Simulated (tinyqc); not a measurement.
Strain-driven roughening and islands of a mismatched epitaxial film. Changing the ripple wavelength over the critical one. Computed by tinyqc, a small Python program. Command: `OMP_NUM_THREADS=1 python tinyqc.py 3003903 3003904 out.jsonl island sweep`. One thread of a shared host (Intel(R) Xeon(R) Processor @ 2.30GHz), about 0.01 s of CPU time with the checks.

Film and substrate share isotropic elastic constants; the film is coherent and biaxially strained.

Inputs (values chosen for the exercise, for a model film):
```
quantity                                     value       unit
misfit |f|                                  0.0281          -
shear modulus G                                 49        GPa
Poisson ratio nu                              0.28          -
surface energy gamma                         0.756      J/m^2
surface mobility D_s nu_s Omega^2/(k_B T)  2.8e-32  m^6/(J s)
initial ripple amplitude A0                   0.12         nm
```

Transport: surface diffusion.

Method. M = 2 G (1 + nu)/(1 - nu); stress = M f; energy density w = M f^2. A ripple A cos(k x) has the surface chemical potential per volume [gamma k^2 - 2 (1 + nu) w k] A cos(k x), so k_c = 2 (1 + nu) w/gamma. With surface diffusion the amplitude grows at the rate q = B k^2 [2 (1 + nu) w k - gamma k^2], fastest at k_m = (3/4) k_c. B is the surface mobility. Stress at the trough = stress x (1 + 2 k A).

One run for each value:
```
ripple wavelength over the critical one  q over the largest rate  k (1/nm)  stress concentration at A0
0.8                                                   -4.630e+00    0.5823                       1.140
1.0                                                   -1.001e-10    0.4658                       1.112
1.3                                                    9.959e-01    0.3583                       1.086
1.7                                                    7.947e-01    0.2740                       1.066
2.2                                                    4.857e-01    0.2117                       1.051
2.9                                                    2.547e-01    0.1606                       1.039
3.7                                                    1.366e-01    0.1259                       1.030
4.8                                                    6.787e-02    0.0970                       1.023
6.2                                                    3.337e-02    0.0751                       1.018
8.0                                                    1.620e-02    0.0582                       1.014
```

What does the table show, and why?

Over the rows, q over the largest rate goes from -4.63 through a maximum among these rows, 0.996 at 1.30, to 0.0162; k (1/nm) falls from 0.582 to 0.0582 (exponent d ln y / d ln x about -1.0 throughout); stress concentration at A0 falls from 1.14 to 1.01 (exponent d ln y / d ln x -0.11 between the first rows and -0.016 between the last). The rate is negative below the critical wavelength, where surface energy wins, and falls again at long wavelength, as k^3, since atoms must diffuse farther.

Extremes, crossings and ranges named in words are read from the listed rows.
